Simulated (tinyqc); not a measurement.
Inside a calculation: propagation of a band-gap error through k.p and effective-mass formulas. Values are carried at full precision from step to step, so a last printed digit may differ when a step is redone from the rounded ones.

Chain, for a gap E (the reference Eg or another value), with Ep and Dso kept: 1/me = 1 + Ep (E + 2 Dso/3)/(E (E + Dso)); g* = 2 - 2 Ep Dso/(3 E (E + Dso)); g1(E) = g1 + (Ep/3)(1/E - 1/Eg), g2(E) = g2 + (Ep/6)(1/E - 1/Eg), light hole 1/(g1 + 2 g2), heavy hole 1/(g1 - 2 g2) along [100]; optical constant ei(E) = 1 + (ei - 1)(EP/(EP + E - Eg))^2, static e0(E) = ei(E) + e0 - ei.

Constants: Ry = 13.60569312 eV; a0 (Bohr radius) = 0.5291772105 angstrom; kB = 8.617333262e-05 eV/K; hbar^2/2m0 = 3.80998211 eV angstrom^2.

Inputs chosen for the exercise (reference values near those of InSb, gap at low temperature; shifted at random, so the results belong to these values and not to a real crystal):

| symbol | value | unit | meaning |
|---|---|---|---|
| Eg | 0.232 | eV | gap at Gamma to the s-like level |
| Dso | 0.819 | eV | spin-orbit splitting |
| Ep | 23 | eV | Kane energy |
| g1 | 34.8 |  | Luttinger gamma1 |
| g2 | 15.42 |  | gamma2 |
| e0 | 16.53 |  | static dielectric constant |
| ei | 15.51 |  | optical dielectric constant |
| EP | 3.72 | eV | mean (Penn) gap |
| Eg2 | 0.074 | eV | a wrong gap |
| mh | 0.57 | m0 | density-of-states mass of the holes |
| T | 77 | K | temperature |
| k | 0.015 | 1/angstrom | wave vector |

## Masses, g factor and screening for both gaps

Evaluate the chain at Eg and at Eg2.

Band values at the two gaps:

| quantity | at Eg | at Eg2 | ratio |
|---|---|---|---|
| me | 0.01344 | 0.004613 | 0.343 |
| g* | -49.50 | -188.0 | - |
| g1 | 34.80 | 105.4 | 3.028 |
| g2 | 15.42 | 50.70 | 3.288 |
| light hole | 0.01523 | 0.004837 | 0.317 |
| heavy hole | 0.2525 | 0.2525 | 1.000 |
| ei | 15.51 | 16.83 | 1.085 |
| e0 | 16.53 | 17.85 | 1.080 |

The gap is off by a factor of 0.32; the electron mass follows with 0.34 and the light hole with 0.32, while the heavy hole, which does not couple to the conduction level, keeps its value. The optical constant changes less, by +8 %, as it answers to the mean gap, which shifts by the same -0.16 eV on a base of 3.72 eV. g* moves by -138.53; remote bands, left out here, shift it by tenths or, where it is large, by some per cent.

## Binding energies and densities for both gaps

Donor: R = Ry me/e0^2, a_B = a0 e0/me, Mott density (0.26/a_B)^3. Nc, Nv = 2 (m kT/(4 pi c))^(3/2), c = hbar^2/2m0, ni = sqrt(Nc Nv) exp(-E/2kT). Exciton: Ry mu/e0^2 with 1/mu = 1/me + g1(E). 1 angstrom^-3 = 1e24 cm^-3.

Use the values of the table.

Results:

| quantity | at Eg | at Eg2 | ratio |
|---|---|---|---|
| R (meV) | 0.6694 | 0.1971 | 0.294 |
| a_B (angstrom) | 650.7 | 2047 | 3.15 |
| Mott density (cm^-3) | 6.380e+13 | 2.048e+12 | 0.0321 |
| Nc (cm^-3) | 5.086e+15 | 1.022e+15 | 0.201 |
| ni (cm^-3) | 2.160e+09 | 1.435e+14 | 6.64e+04 |
| exciton (meV) | 0.4560 | 0.1326 | 0.291 |

Power laws carry the error on: the donor energy (me/e0^2) by a factor of 0.294, the Mott density (cube of me/e0) by 0.0321. ni, with its exponential, changes by a factor of 6.64e+04, that is 4.8 decades.

## A scissor shift and what it does not mend

A rigid shift D = Eg - Eg2 of the conduction band restores the gap but leaves the curvature, so the mass stays me(Eg2); redoing the sum 1/m = 1 + Ep (E + 2 Dso/3)/(E (E + Dso)) with E = Eg and the same Ep gives another mass. For optics, eps2 at the edge goes as |p|^2/E^2: a rigid shift keeps the dipole elements p/E, while shifting the energies under unchanged p scales eps2 by (Eg2/Eg)^2.

shift D = 0.158 eV
mass under a rigid shift = 0.0046 m0
mass from the sum with the corrected gap = 0.0134 m0
factor on eps2 if p is left unscaled = 0.102

The rigid shift leaves the mass off by a factor of 0.34. The mass from the corrected gap is the reference me(Eg) here, because the exercise keeps Ep fixed; a real correction of the gap depends on k and changes Ep as well.

## Far from the edge the relative error shrinks

Two-level dispersion E(k) = sqrt(E^2/4 + Ep c k^2) - E/2 at k/4, k, 4k for both gaps, c = hbar^2/2m0.

Energies above the edge:

| k (1/angstrom) | at Eg (eV) | at Eg2 (eV) | ratio |
|---|---|---|---|
| 0.00375 | 0.0052 | 0.0140 | 2.695 |
| 0.01500 | 0.0661 | 0.1082 | 1.636 |
| 0.06000 | 0.4575 | 0.5259 | 1.149 |

The ratio tends to Eg/Eg2 = 3.14 at k = 0 and goes from 2.695 to 1.149: at large k both curves approach the same slope sqrt(Ep c), while their distance in eV grows towards |Eg - Eg2|/2.

## Checks

- Chain at E = Eg against the inputs g1, g2, ei, e0: they agree to 1e-10 or better.

Computed by tinyqc, a small Python program: `OMP_NUM_THREADS=1 python tinyqc.py 1881267 1881268 out.jsonl` (the numbers bound the seed that draws the inputs); one thread of a shared host (Intel(R) Xeon(R) Processor @ 2.30GHz), about 0.01 s for the whole set of steps.
